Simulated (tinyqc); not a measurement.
Leakage currents through a thin dielectric: one step, computed by the program tinyqc.

Electrons leave an electrode with Fermi energy E_F above its band bottom; barriers are counted from the Fermi level, and both electrodes are alike.

Question. Thermal currents. Schottky emission J = A T^2 exp(-(phi_B - sqrt(e^3 F/(4 pi k_o eps_0)))/k_B T), A = 4 pi e m k_B^2/h^3 with the tunnelling mass; Poole-Frenkel J = sigma_0 F exp(-(phi_t - sqrt(e^3 F/(pi k_o eps_0)))/k_B T); both use the field F of the dielectric.

Inputs (values chosen for the exercise, modelled on SiO2):
```
quantity                           value  unit
barrier height phi_B                2.86    eV
tunnelling mass m                   0.38   m_0
optical permittivity k_o            2.13     -
trap depth phi_t                     1.7    eV
Poole-Frenkel prefactor sigma_0  2.6e-06  S/cm
temperature T                        473     K
```

Stack: single layer.

field F = 8.25 MV/cm

Constants: e = 1.602176634e-19 C; eps_0 = 8.8541878128e-12 F/m; k_B = 8.617333262e-05 eV/K; m_0 = 9.1093837015e-31 kg; k_B = 1.380649e-23 J/K; h = 6.62607015e-34 J s.

Give: Schottky lowering; Poole-Frenkel lowering; Schottky current density; Poole-Frenkel current density.

Answer.

Schottky lowering = 0.7468 eV

Poole-Frenkel lowering = 1.494 eV

Schottky current density = 3.115e-16 A/cm^2

Poole-Frenkel current density = 0.1357 A/cm^2

The Poole-Frenkel lowering is twice the Schottky one, because the charge of a trap is fixed while an image charge moves with the electron.
